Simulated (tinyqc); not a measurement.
Inside a calculation. Method: MP2 on RHF in the sto-3g basis, frozen core, for BeH2, spin multiplicity 1. Computed by tinyqc, a small Python program that keeps every step (integrals from PySCF). Settings: charge = 0, multiplicity = 1, basis = sto-3g, method = RHF, frozen orbitals = 1, energy threshold = 1e-10, iteration cap = 74, orthogonalisation = symmetric, start = core, DIIS depth = 6. Command: `OMP_NUM_THREADS=1 python tinyqc.py 27691 27692 out.jsonl` (the two numbers bound the seeds that draw the settings). One thread of a shared host (Intel(R) Xeon(R) Processor @ 2.60GHz), about 0.1 s of CPU time with the checks. The early iterations of the SCF are left out here.

## One-electron integrals

Geometry (angstrom):

| atom | x | y | z |
|---|---|---|---|
| Be | 0.0000 | 0.0000 | 0.0000 |
| H | 0.0000 | 1.5140 | 0.1750 |
| H | 0.0000 | -1.5140 | 0.1750 |

Basis sto-3g: exponents (1/bohr^2) and contraction coefficients of normalised primitives:

| element | l (shell) | exponent | coefficient |
|---|---|---|---|
| Be | s (1) | 30.1679 | 0.1543 |
| Be | s (1) | 5.4951 | 0.5353 |
| Be | s (1) | 1.4872 | 0.4446 |
| Be | s (2) | 1.3148 | -0.1000 |
| Be | s (2) | 0.3055 | 0.3995 |
| Be | s (2) | 0.0994 | 0.7001 |
| Be | p (3) | 1.3148 | 0.1559 |
| Be | p (3) | 0.3055 | 0.6077 |
| Be | p (3) | 0.0994 | 0.3920 |
| H | s (1) | 3.4253 | 0.1543 |
| H | s (1) | 0.6239 | 0.5353 |
| H | s (1) | 0.1689 | 0.4446 |

Overlap, kinetic and nuclear-attraction integrals over the contracted functions; the nuclear repulsion is the sum of Za Zb / Rab.

nuclear repulsion = 2.952448 hartree

overlap S, lower triangle:
```
         1Be 1s  1Be 2s  1Be 2px  1Be 2py  1Be 2pz   2H 1s   3H 1s
1Be 1s   1.0000
1Be 2s   0.2595  1.0000
1Be 2px  0.0000  0.0000   1.0000
1Be 2py  0.0000  0.0000   0.0000   1.0000
1Be 2pz  0.0000  0.0000   0.0000   0.0000   1.0000
2H 1s    0.0464  0.3878   0.0000   0.4660   0.0539  1.0000
3H 1s    0.0464  0.3878   0.0000  -0.4660   0.0539  0.0172  1.0000
```

kinetic energy T (hartree), lower triangle:
```
          1Be 1s  1Be 2s  1Be 2px  1Be 2py  1Be 2pz    2H 1s   3H 1s
1Be 1s    6.6940
1Be 2s   -0.0330  0.2111
1Be 2px   0.0000  0.0000   0.6606
1Be 2py   0.0000  0.0000   0.0000   0.6606
1Be 2pz   0.0000  0.0000   0.0000   0.0000   0.6606
2H 1s    -0.0127  0.0438   0.0000   0.1360   0.0157   0.7600
3H 1s    -0.0127  0.0438   0.0000  -0.1360   0.0157  -0.0064  0.7600
```

nuclear attraction V (hartree), lower triangle:
```
           1Be 1s   1Be 2s  1Be 2px  1Be 2py  1Be 2pz    2H 1s    3H 1s
1Be 1s   -15.2555
1Be 2s    -2.0795  -2.9809
1Be 2px    0.0000   0.0000  -2.8985
1Be 2py    0.0000   0.0000   0.0000  -3.0880
1Be 2pz   -0.0032  -0.0292   0.0000   0.0000  -2.9010
2H 1s     -0.3698  -1.0725   0.0000  -1.2562  -0.1478  -2.7852
3H 1s     -0.3698  -1.0725   0.0000   1.2562  -0.1478  -0.0564  -2.7852
```

core Hamiltonian H = T + V (hartree), lower triangle:
```
          1Be 1s   1Be 2s  1Be 2px  1Be 2py  1Be 2pz    2H 1s    3H 1s
1Be 1s   -8.5615
1Be 2s   -2.1125  -2.7698
1Be 2px   0.0000   0.0000  -2.2379
1Be 2py   0.0000   0.0000   0.0000  -2.4274
1Be 2pz  -0.0032  -0.0292   0.0000   0.0000  -2.2404
2H 1s    -0.3826  -1.0288   0.0000  -1.1201  -0.1321  -2.0251
3H 1s    -0.3826  -1.0288   0.0000   1.1201  -0.1321  -0.0628  -2.0251
```

## Two-electron integrals

Functions are numbered as in S; the eight-fold symmetry (ij|kl) = (ji|kl) = (kl|ij) leaves the list below.

Two-electron integrals (ij|kl) in chemists' order, unique and non-zero (hartree):
```
(11|11) 2.2988      (21|11) 0.3920      (21|21) 0.0795      (22|11) 0.5710
(22|21) 0.1430      (22|22) 0.4177      (31|31) 0.0146      (32|31) 0.0219
(32|32) 0.0923      (33|11) 0.5696      (33|21) 0.1431      (33|22) 0.4176
(33|33) 0.4499      (41|41) 0.0146      (42|41) 0.0219      (42|42) 0.0923
(43|43) 0.0242      (44|11) 0.5696      (44|21) 0.1431      (44|22) 0.4176
(44|33) 0.4014      (44|44) 0.4499      (51|51) 0.0146      (52|51) 0.0219
(52|52) 0.0923      (53|53) 0.0242      (54|54) 0.0242      (55|11) 0.5696
(55|21) 0.1431      (55|22) 0.4176      (55|33) 0.4014      (55|44) 0.4014
(55|55) 0.4499      (61|11) 0.0692      (61|21) 0.0140      (61|22) 0.0254
(61|33) 0.0253      (61|41) 0.0012      (61|42) 0.0023      (61|44) 0.0258
(61|51) 1.42e-04    (61|52) 2.68e-04    (61|54) 6.19e-05    (61|55) 0.0253
(61|61) 0.0026      (62|11) 0.1775      (62|21) 0.0452      (62|22) 0.1449
(62|33) 0.1393      (62|41) 0.0059      (62|42) 0.0368      (62|44) 0.1558
(62|51) 0.0007      (62|52) 0.0043      (62|54) 0.0019      (62|55) 0.1396
(62|61) 0.0088      (62|62) 0.0767      (63|31) 0.0040      (63|32) 0.0191
(63|43) 0.0063      (63|53) 0.0007      (63|63) 0.0068      (64|11) 0.1928
(64|21) 0.0496      (64|22) 0.1670      (64|33) 0.1571      (64|41) 0.0094
(64|42) 0.0569      (64|44) 0.1863      (64|51) 0.0006      (64|52) 0.0044
(64|54) 0.0027      (64|55) 0.1573      (64|61) 0.0101      (64|62) 0.1002
(64|64) 0.1348      (65|11) 0.0223      (65|21) 0.0057      (65|22) 0.0193
(65|33) 0.0182      (65|41) 0.0006      (65|42) 0.0044      (65|44) 0.0201
(65|51) 0.0041      (65|52) 0.0196      (65|54) 0.0065      (65|55) 0.0196
(65|61) 0.0012      (65|62) 0.0116      (65|64) 0.0148      (65|65) 0.0085
(66|11) 0.3457      (66|21) 0.0895      (66|22) 0.3227      (66|33) 0.2995
(66|41) 0.0132      (66|42) 0.1085      (66|44) 0.3678      (66|51) 0.0015
(66|52) 0.0125      (66|54) 0.0079      (66|55) 0.3004      (66|61) 0.0179
(66|62) 0.2196      (66|64) 0.3038      (66|65) 0.0351      (66|66) 0.7746
(71|11) 0.0692      (71|21) 0.0140      (71|22) 0.0254      (71|33) 0.0253
(71|41) -0.0012     (71|42) -0.0023     (71|44) 0.0258      (71|51) 1.42e-04
(71|52) 2.68e-04    (71|54) -6.19e-05   (71|55) 0.0253      (71|61) 0.0024
(71|62) 0.0074      (71|64) 0.0079      (71|65) 0.0010      (71|66) 0.0146
(71|71) 0.0026      (72|11) 0.1775      (72|21) 0.0452      (72|22) 0.1449
(72|33) 0.1393      (72|41) -0.0059     (72|42) -0.0368     (72|44) 0.1558
(72|51) 0.0007      (72|52) 0.0043      (72|54) -0.0019     (72|55) 0.1396
(72|61) 0.0074      (72|62) 0.0388      (72|64) 0.0411      (72|65) 0.0058
(72|66) 0.0817      (72|71) 0.0088      (72|72) 0.0767      (73|31) 0.0040
(73|32) 0.0191      (73|43) -0.0063     (73|53) 0.0007      (73|63) 0.0027
(73|73) 0.0068      (74|11) -0.1928     (74|21) -0.0496     (74|22) -0.1670
(74|33) -0.1571     (74|41) 0.0094      (74|42) 0.0569      (74|44) -0.1863
(74|51) -0.0006     (74|52) -0.0044     (74|54) 0.0027      (74|55) -0.1573
(74|61) -0.0079     (74|62) -0.0411     (74|64) -0.0423     (74|65) -0.0061
(74|66) -0.0860     (74|71) -0.0101     (74|72) -0.1002     (74|74) 0.1348
(75|11) 0.0223      (75|21) 0.0057      (75|22) 0.0193      (75|33) 0.0182
(75|41) -0.0006     (75|42) -0.0044     (75|44) 0.0201      (75|51) 0.0041
(75|52) 0.0196      (75|54) -0.0065     (75|55) 0.0196      (75|61) 0.0010
(75|62) 0.0058      (75|64) 0.0061      (75|65) 0.0035      (75|66) 0.0124
(75|71) 0.0012      (75|72) 0.0116      (75|74) -0.0148     (75|75) 0.0085
(76|11) 0.0106      (76|21) 0.0026      (76|22) 0.0075      (76|33) 0.0073
(76|44) 0.0076      (76|51) 8.09e-05    (76|52) 4.01e-04    (76|55) 0.0074
(76|61) 4.68e-04    (76|62) 0.0027      (76|64) 0.0031      (76|65) 4.42e-04
(76|66) 0.0061      (76|71) 4.68e-04    (76|72) 0.0027      (76|74) -0.0031
(76|75) 4.42e-04    (76|76) 1.37e-04    (77|11) 0.3457      (77|21) 0.0895
(77|22) 0.3227      (77|33) 0.2995      (77|41) -0.0132     (77|42) -0.1085
(77|44) 0.3678      (77|51) 0.0015      (77|52) 0.0125      (77|54) -0.0079
(77|55) 0.3004      (77|61) 0.0146      (77|62) 0.0817      (77|64) 0.0860
(77|65) 0.0124      (77|66) 0.1748      (77|71) 0.0179      (77|72) 0.2196
(77|74) -0.3038     (77|75) 0.0351      (77|76) 0.0061      (77|77) 0.7746
```

## Orthogonalisation

S = U s U^T; symmetric (Loewdin) form X = U s^(-1/2) U^T, so that X^T S X = 1.

eigenvalues of S: 0.3323  0.4195  0.9366  1.0000  1.0165  1.6447  1.6505

X, lower triangle:
```
          1Be 1s   1Be 2s  1Be 2px  1Be 2py  1Be 2pz    2H 1s   3H 1s
1Be 1s    1.0286
1Be 2s   -0.1516   1.1788
1Be 2px   0.0000   0.0000   1.0000
1Be 2py   0.0000   0.0000   0.0000   1.2504
1Be 2pz  -0.0022   0.0206   0.0000   0.0000   1.0028
2H 1s     0.0210  -0.2452   0.0000  -0.3381  -0.0333   1.2008
3H 1s     0.0210  -0.2452   0.0000   0.3381  -0.0333  -0.0621  1.2008
```

## Iteration 7 (converged): orbitals

converged F (hartree), lower triangle:
```
          1Be 1s   1Be 2s  1Be 2px  1Be 2py  1Be 2pz    2H 1s    3H 1s
1Be 1s   -4.5274
1Be 2s   -1.2893  -0.6001
1Be 2px   0.0000   0.0000   0.2139
1Be 2py   0.0000   0.0000   0.0000  -0.1596
1Be 2pz   0.0027  -0.0206   0.0000   0.0000   0.2107
2H 1s    -0.2380  -0.3514   0.0000  -0.3069  -0.0276  -0.2449
3H 1s    -0.2380  -0.3514   0.0000   0.3069  -0.0276  -0.0204  -0.2449
```

Diagonalise F' = X^T F X, C = X C', fill 3 alpha and 3 beta electrons from the bottom; D = 2 C_occ C_occ^T. Each column has its largest component positive (the first on a tie).

F' = X^T F X (hartree), lower triangle:
```
         1        2       3        4        5        6       7
1  -4.4181
2  -0.6991  -0.1385
3   0.0000   0.0000  0.2139
4   0.0000   0.0000  0.0000   0.2181
5   0.0013   0.0086  0.0000   0.0000   0.2149
6  -0.0117  -0.2886  0.0000  -0.3914  -0.0345   0.0549
7  -0.0117  -0.2886  0.0000   0.3914  -0.0345  -0.0748  0.0549
```

orbital energies (hartree): MO1 -4.5308, MO2 -0.4245, MO3 -0.3814, MO4 0.2066, MO5 0.2139, MO6 0.3872, MO7 0.7292

coefficients C:
```
             MO1      MO2      MO3      MO4     MO5      MO6      MO7
1Be 1s    0.9918  -0.2136   0.0000   0.0603  0.0000  -0.2210   0.0000
1Be 2s    0.0313   0.5981   0.0000  -0.2559  0.0000   1.0531   0.0000
1Be 2px   0.0000   0.0000   0.0000   0.0000  1.0000   0.0000   0.0000
1Be 2py   0.0000   0.0000   0.4969   0.0000  0.0000   0.0000   1.2431
1Be 2pz  -0.0001   0.0262   0.0000   0.9645  0.0000   0.2780   0.0000
2H 1s    -0.0038   0.3917   0.4267   0.1222  0.0000  -0.7359  -0.8542
3H 1s    -0.0038   0.3917  -0.4267   0.1222  0.0000  -0.7359   0.8542
```

D after iteration 7, lower triangle:
```
          1Be 1s  1Be 2s  1Be 2px  1Be 2py  1Be 2pz    2H 1s   3H 1s
1Be 1s    2.0587
1Be 2s   -0.1933  0.7175
1Be 2px   0.0000  0.0000   0.0000
1Be 2py   0.0000  0.0000   0.0000   0.4937
1Be 2pz  -0.0113  0.0313   0.0000   0.0000   0.0014
2H 1s    -0.1748  0.4683   0.0000   0.4240   0.0205   0.6710
3H 1s    -0.1748  0.4683   0.0000  -0.4240   0.0205  -0.0573  0.6710
```

## Convergence

Stop when the energy changes by less than 1e-10 hartree and every element of the error matrix X^T (F D S - S D F) X is below 3e-06.

Course of the cycle:

| iteration | E (hartree) | change | largest element of the error matrix |
|---|---|---|---|
| 1 | -14.838611 | - | 5.48e-01 |
| 2 | -15.522292 | -6.84e-01 | 3.24e-02 |
| 3 | -15.524385 | -2.09e-03 | 5.62e-03 |
| 4 | -15.524487 | -1.02e-04 | 1.23e-03 |
| 5 | -15.524492 | -4.99e-06 | 2.38e-05 |
| 6 | -15.524492 | -2.34e-09 | 3.11e-06 |
| 7 | -15.524492 | -2.92e-11 | 1.23e-07 |

PySCF RHF in the same basis = -15.524492 hartree

Converged in 7 iterations.

## Integrals over molecular orbitals

(pq|rs) = sum C_ip C_jq C_kr C_ls (ij|kl), one index at a time.

one-electron integrals over orbitals h = C^T H C (hartree), lower triangle:
```
         1        2        3        4        5        6        7
1  -8.5502
2   0.2102  -2.3263
3   0.0000   0.0000  -2.2638
4  -0.0614   0.0273   0.0000  -2.2247
5   0.0000   0.0000   0.0000   0.0000  -2.2379
6   0.1945  -0.2332   0.0000  -0.0644   0.0000  -1.9097
7   0.0000   0.0000  -0.3062   0.0000   0.0000   0.0000  -1.8570
```

Two-electron integrals over orbitals (pq|rs), unique and non-zero (hartree); the lowest 1 orbital is frozen and left out:
```
(22|22) 0.3791    (32|32) 0.1594    (33|22) 0.3906    (33|33) 0.4137
(42|22) 0.0105    (42|33) 0.0125    (42|42) 0.0482    (43|32) 0.0171
(43|43) 0.0157    (44|22) 0.3534    (44|33) 0.3384    (44|42) -0.0331
(44|44) 0.4535    (52|52) 0.0476    (53|53) 0.0128    (54|52) -0.0113
(54|54) 0.0263    (55|22) 0.3561    (55|33) 0.3387    (55|42) -0.0126
(55|44) 0.3994    (55|55) 0.4499    (62|22) -0.0141   (62|33) -0.0400
(62|42) -0.0057   (62|44) 0.0555    (62|55) 0.0640    (62|62) 0.0814
(63|32) -0.0906   (63|43) -0.0143   (63|63) 0.0836    (64|22) 0.0025
(64|33) -0.0054   (64|42) 0.0358    (64|44) -0.0020   (64|55) 0.0097
(64|62) 0.0266    (64|64) 0.0422    (65|52) 0.0454    (65|54) -0.0071
(65|65) 0.0477    (66|22) 0.3830    (66|33) 0.3916    (66|42) 0.0293
(66|44) 0.3477    (66|55) 0.3573    (66|62) -0.0193   (66|64) 0.0169
(66|66) 0.4087    (72|32) -0.0401   (72|43) -0.0143   (72|63) 0.0608
(72|72) 0.0570    (73|22) -0.0010   (73|33) -0.0185   (73|42) -0.0200
(73|44) 0.0668    (73|55) 0.0682    (73|62) 0.0752    (73|64) 0.0134
(73|66) -0.0205   (73|73) 0.0866    (74|32) -0.0329   (74|43) 0.0097
(74|63) 0.0203    (74|72) 0.0060    (74|74) 0.0241    (75|53) 0.0133
(75|75) 0.0169    (76|32) 0.1359    (76|43) 0.0187    (76|63) -0.0881
(76|72) -0.0484   (76|74) -0.0276   (76|76) 0.1300    (77|22) 0.4039
(77|33) 0.4205    (77|42) 0.0025    (77|44) 0.3812    (77|55) 0.3794
(77|62) -0.0212   (77|64) -0.0065   (77|66) 0.4126    (77|73) 0.0018
(77|77) 0.4582
```

## Second-order Moller-Plesset energy

Hartree-Fock energy = -15.524492 hartree

E2 = sum_ijab (ia|jb) [2 (ia|jb) - (ib|ja)] / (e_i + e_j - e_a - e_b) over occupied i, j and virtual a, b; the opposite-spin part is (ia|jb)^2 / denominator, the rest is same-spin, and SCS-MP2 scales them by 6/5 and 1/3.

Terms:

| i | j | a | b | (ia\|jb) | (ib\|ja) | denominator | term |
|---|---|---|---|---|---|---|---|
| 3 | 3 | 6 | 6 | 0.0836 | 0.0836 | -1.5371 | -0.0045 |
| 2 | 2 | 6 | 6 | 0.0814 | 0.0814 | -1.6234 | -0.0041 |
| 3 | 2 | 7 | 6 | 0.0752 | 0.0608 | -1.9222 | -0.0035 |
| 2 | 3 | 6 | 7 | 0.0752 | 0.0608 | -1.9222 | -0.0035 |
| 3 | 3 | 7 | 7 | 0.0866 | 0.0866 | -2.2211 | -0.0034 |
| 2 | 2 | 4 | 4 | 0.0482 | 0.0482 | -1.2622 | -0.0018 |
| 2 | 2 | 5 | 5 | 0.0476 | 0.0476 | -1.2768 | -0.0018 |
| 3 | 2 | 6 | 7 | 0.0608 | 0.0752 | -1.9222 | -0.0015 |
| 2 | 3 | 7 | 6 | 0.0608 | 0.0752 | -1.9222 | -0.0015 |
| 2 | 2 | 7 | 7 | 0.0570 | 0.0570 | -2.3074 | -0.0014 |
| 3 | 2 | 7 | 4 | -0.0200 | -0.0143 | -1.7416 | -2.94e-04 |
| 2 | 3 | 4 | 7 | -0.0200 | -0.0143 | -1.7416 | -2.94e-04 |
| 3 | 3 | 4 | 4 | 0.0157 | 0.0157 | -1.1759 | -2.09e-04 |
| 3 | 3 | 4 | 6 | -0.0143 | -0.0143 | -1.3565 | -1.51e-04 |
| 3 | 3 | 6 | 4 | -0.0143 | -0.0143 | -1.3565 | -1.51e-04 |
| 3 | 3 | 5 | 5 | 0.0128 | 0.0128 | -1.1905 | -1.38e-04 |
| 3 | 2 | 4 | 7 | -0.0143 | -0.0200 | -1.7416 | -7.13e-05 |
| 2 | 3 | 7 | 4 | -0.0143 | -0.0200 | -1.7416 | -7.13e-05 |
| 2 | 2 | 4 | 6 | -0.0057 | -0.0057 | -1.4428 | -2.23e-05 |
| 2 | 2 | 6 | 4 | -0.0057 | -0.0057 | -1.4428 | -2.23e-05 |

Pair energies (hartree; pair i-j sums ij and ji):

| pair | opposite spin | same spin |
|---|---|---|
| 2-2 | -0.0091 | 0 |
| 3-2 | -0.0104 | -2.51e-04 |
| 3-3 | -0.0086 | 0.0000 |

MP2 correlation energy = -0.028385 hartree

SCS-MP2 correlation energy = -0.033844 hartree

MP2 total energy = -15.552877 hartree
